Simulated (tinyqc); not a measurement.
Worked calculation: Froehlich polaron in a polar crystal. Computed by tinyqc, a small Python program that keeps every step. Command: `OMP_NUM_THREADS=1 python tinyqc.py 3026038 3026039 out.jsonl frohlich walk`. One thread of a shared host (Intel(R) Xeon(R) Processor @ 2.30GHz), about 0.06 s of CPU time with the checks. Intermediate numbers are printed to about 5 digits and carried at full precision; extremes and crossings named in words are read from the listed rows.

One electron in a parabolic band of mass m*, coupled to dispersionless LO phonons in the continuum model. Energies are in units of hbar omega unless marked, wave numbers in k_0 = sqrt(2 m* omega/hbar).

Inputs (values chosen for the exercise, modelled on magnesium oxide):

| quantity | value | unit |
|---|---|---|
| band mass m* | 0.431 | m_0 |
| LO phonon energy hbar omega | 89.1 | meV |
| eps_inf | 3 | - |
| static dielectric constant eps_s | 9.94 | - |
| temperature T | 150 | K |
| electron wave number k/k_0 | 0.44 | - |
| trial v | 4.1 | - |
| trial w | 2.8 | - |

Constants: hbar^2/(2 m_0) = 3.80998212 eV angstrom^2; e^2/(4 pi eps_0) = 14.39964548 eV angstrom; k_B = 8.617333262e-05 eV/K; hbar = 6.582119569e-16 eV s; e = 1.602176634e-19 C; m_0 = 9.1093837015e-31 kg.

## Coupling constant and length scale

1/eps* = 1/eps_inf - 1/eps_s; k_0 = sqrt(2 m* omega/hbar) = sqrt(m* hbar omega / (hbar^2/(2 m_0))) with m* in m_0; alpha = (e^2/(4 pi eps_0)) k_0/(2 eps* hbar omega); polaron length 1/k_0.

eps* = 4.2968

k_0 = 0.10040 1/angstrom

coupling constant alpha = 1.8880

polaron length 1/k_0 = 9.9606 angstrom

Intermediate coupling.

## Second-order perturbation theory

At T = 0 and k < k_0: E(k) = (k/k_0)^2 - alpha arcsin(k/k_0)/(k/k_0); so E(0) = -alpha, 1/m_p = (1 - alpha/6)/m*, and the mean number of phonons in the cloud at k = 0 is alpha/2. The Lee-Low-Pines variational state gives the same E(0) and m_p = m* (1 + alpha/6).

energy shift at k = 0 = -168.22 meV

E(k) = -1.7614 hbar omega

m*/m_p, second order = 0.68533

m_p/m*, Lee-Low-Pines = 1.3147

phonons in the cloud = 0.94402

## Strong-coupling trial states

Landau-Pekar: the lattice follows the mean electron density. A Gaussian state exp(-b^2 r^2/2) gives E(b) = (3/2) b^2 - alpha b sqrt(2/pi) (b in k_0), minimised at b = alpha sqrt(2/pi)/3 to E = -alpha^2/(3 pi); a state exp(-b r) gives E(b) = b^2 - (5/8) alpha b, minimised at b = 5 alpha/16 to E = -25 alpha^2/256.

best b, Gaussian = 0.50215 k_0

E, Gaussian = -0.37823 hbar omega

best b, exponential = 0.59001 k_0

E, exponential = -0.34812 hbar omega

The Gaussian bound lies below -alpha only for alpha > 3 pi = 9.42; here it lies above, so the self-trapped state is the poorer bound.

## Feynman's energy at a trial point

Feynman's bound: E(v, w) = 3 (v - w)^2/(4 v) - (alpha v/sqrt(pi)) int_0^infinity e^-u D(u)^(-1/2) du, D = w^2 u + ((v^2 - w^2)/v)(1 - e^(-v u)); integrals by 80 Gauss-Legendre points in s from 0 to 1 with u = 40 s^2.

first term = 0.30915 hbar omega

E(v, w) = -1.8450 hbar omega

## Feynman's variational polaron

Minimise over v > w > 0 (simplex search); mass m_p/m* = 1 + (alpha v^3/(3 sqrt(pi))) int u^2 e^-u D^(-3/2) du.

best v = 3.23

best w = 2.74

E, Feynman = -1.9370 hbar omega

polaron energy, Feynman = -172.59 meV

m_p/m*, Feynman = 1.435

The bound lies 2.6 % below -alpha, and the mass is 1.09 times the Lee-Low-Pines value.

## Mobility at low temperature

Scattering by absorption of an LO phonon: 1/tau = 2 alpha omega n, n = 1/(exp(hbar omega/(k_B T)) - 1); mu = e tau/m*, the weak-coupling result for k_B T well below hbar omega.

phonon occupation n = 0.0010158

lifetime tau = 1925.9 fs

mobility = 7859.2 cm^2/(V s)

Caution: this mobility formula holds for weak coupling and k_B T well below hbar omega, and it leaves out all other scattering.

## All approximations against the coupling

Other columns: second order -alpha; Landau-Pekar Gaussian -alpha^2/(3 pi); Lee-Low-Pines mass 1 + alpha/6. The polaron energy in meV uses the given hbar omega.

Energies (hbar omega) and masses (m*):

| alpha | second order | Gaussian | Feynman | Feynman (meV) | mass, LLP | mass, Feynman | v | w |
|---|---|---|---|---|---|---|---|---|
| 0.47 | -0.47 | -0.023438 | -0.47280 | -42.126 | 1.0783 | 1.084 | 3.05 | 2.94 |
| 0.94 | -0.94 | -0.093753 | -0.95147 | -84.776 | 1.1567 | 1.182 | 3.1 | 2.88 |
| 1.9 | -1.9 | -0.38303 | -1.9496 | -173.71 | 1.3167 | 1.439 | 3.23 | 2.74 |
| 3 | -3 | -0.95493 | -3.1333 | -279.18 | 1.5 | 1.889 | 3.42 | 2.56 |
| 3.4 | -3.4 | -1.2266 | -3.5765 | -318.66 | 1.5667 | 2.12 | 3.51 | 2.49 |
| 6.4 | -6.4 | -4.3460 | -7.2529 | -646.23 | 2.0667 | 9.047 | 5.05 | 1.76 |
| 9.4 | -9.4 | -9.3753 | -12.262 | -1092.5 | 2.5667 | 80 | 10.9 | 1.25 |
| 12 | -12 | -15.279 | -18.143 | -1616.6 | 3 | 281.6 | 18.6 | 1.13 |

All three energies are upper bounds (-alpha through the Lee-Low-Pines state), and the Feynman value is the lowest in every row. It lies within 5 % of -alpha up to alpha = 3; at alpha = 12 it is 1.19 times the Gaussian value, whose alpha^2 law it approaches with a constant shift of about -3 ln 2 - 3/4 = -2.83 (here -2.86). The mass stays within 10 % of 1 + alpha/6 up to alpha = 1.9 and reaches 282 m* in the last row; w falls from 2.94 towards 1 while v grows to 18.6.

Checks made by the program: second-order shift against the integral -(2 alpha/pi) int dq/(1 + q^2) (relative difference below 1e-10); v = w reduces the bound to -alpha (relative difference 1e-10).
